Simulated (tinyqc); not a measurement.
What moves the results: Wannier functions of a composite (isolated) pair of valence bands (bonds of an sp chain). A value that a table varies takes the place of the one given here.

Each atom has a hybrid pointing left (<) and right (>). H(k): diagonal +V3 on A, -V3 on B; <A<|A>> = -V1a, <B<|B>> = -V1b, <A>|B<> = -V2, <B>|A<> = -V2p exp(ik); k in 1/a, Bloch sums with exp(ikR). The two lowest bands are filled. Trial functions in cell 0: g1 = cos(c) A> + sin(c) B<, and g2 = sin(c) B> + cos(c) A< of cell 1, whose Bloch vector has cos(c) exp(-ik) on A<. Projection A_mn = <psi_m|g_n>, S = A^+ A, Loewdin U = A S^(-1/2), Bloch-like states w_n = sum_m psi_m U_mn, H_W(k) = U^+ diag(E) U. P = sum_m |psi_m><psi_m| is free of phase choices, and S = g^+ P g, w = P g S^(-1/2).

Inputs chosen for the exercise: V2 = 3.13 eV (coupling in the bond A-B inside the cell); V2p = 3.8 eV (coupling in the bond to the next cell); V1a = 1.23 eV (coupling of the two hybrids on A); V1b = 1.52 eV (the same on B); V3 = 0.88 eV (A at +V3, B at -V3); xb = 0.56 a (position of B (A at 0)); c = 55 degrees (trial bonds cos(c) on A, sin(c) on B).

## Choice of the trial bonds

N = 12; centres and spreads in real space with point-like hybrids at R and R + xb; smallest eigenvalue of S over the mesh.

Trial angle:
```
c (deg),smallest S,centre 1 (a),centre 2 (a),sum of centres,total spread (a^2),"H_12(R = 0), mean over k (eV)"
15,0.472,0.3533,0.7322,1.0856,0.1310,-0.9404
30,0.726,0.3533,0.7322,1.0856,0.1303,-0.9348
45,0.919,0.3533,0.7322,1.0856,0.1300,-0.9301
55,0.941,0.3533,0.7322,1.0856,0.1299,-0.9270
65,0.834,0.3533,0.7322,1.0856,0.1299,-0.9238
75,0.687,0.3533,0.7322,1.0856,0.1300,-0.9202
85,0.517,0.3533,0.7322,1.0856,0.1303,-0.9159
```

What does this show, and why?

The sum of the centres stays at 1.0856 a within 0.0000: it gives the electronic polarisation, modulo a, and is fixed by the filled space. Single centres move by less than 0.0001 a here and H_12(0), a matter of gauge, moves by 25 meV. The total spread runs only from 0.1299 to 0.1310 a^2, so the orthogonalisation repairs even poor trials; the projection is best at c = 55 degrees among these rows, and the two bonds, isolated, have c = 53 and 52.

## Interpolating the pair or each band alone

Largest error on 25 points from 0 to pi. Pair: diagonalise the Hermitian part of sum_R exp(ikR) H(R) over the N cells nearest the origin, with H(R) the mean of exp(-ikR) H_W(k) on the mesh k = 2 pi j/N. Alone: the cosine series of each sorted band on the same mesh.

Errors (meV):
```
N,pair,each band alone
3,24.23489,92.71990
4,2.95002,16.66058
5,1.63025,22.19018
6,0.17933,3.62211
8,0.01559,1.22233
10,0.00142,0.38473
14,0.00002,0.03959
```

smallest spacing of the two filled bands = 1.1320 eV

How do the results move?

At N = 6 the pair errs by 0.18 meV and the single bands by 3.6; at N = 10, 0.0014 against 0.38. Both fall exponentially: the pair at a rate tied to the gap to the empty bands (4.33 eV), the single bands at a slower one tied to their own spacing (1.132 eV at the closest). Not every column falls at every step, since even meshes hold k = pi and odd ones do not.

## What each parameter does

N = 12: centres, total spread (point-like hybrids at R and R + xb) and H_12(0). Each row changes one parameter from the base and keeps the others.

Results:
```
case,centre 1 (a),centre 2 (a),total spread (a^2),H_12(0) (eV)
base,0.3533,0.7322,0.1299,-0.9270
V2 = 3.53 eV,0.3455,0.7316,0.1297,-0.9193
V2p = 4.2 eV,0.3539,0.7366,0.1290,-0.9200
V1a = 1.43 eV,0.3517,0.7339,0.1319,-0.9211
V1b = 1.72 eV,0.3541,0.7314,0.1320,-1.0478
V3 = 1.28 eV,0.3823,0.7128,0.1214,-1.0033
xb = 0.61 a,0.3845,0.7623,0.1337,-0.9270
```

What does this show?

The largest shifts from the base row, up to three for each result and ties (the steps differ in size, so this ranks the rows, not the parameters). centre 1 (a): xb +0.0311, V3 +0.0290, V2 -0.0079. centre 2 (a): xb +0.0300, V3 -0.0194, V2p +0.0044. total spread (a^2): V3 -0.0085, xb +0.0037, V1b +0.0021. H_12(0) (eV): V1b -0.1208, V3 -0.0763, V2 +0.0077; unchanged at the printed digits by xb.

tinyqc: `OMP_NUM_THREADS=1 python tinyqc.py 1450546 1450547 out.jsonl`; about 0.2 s, one thread, shared Intel(R) Xeon(R) Processor @ 2.30GHz.
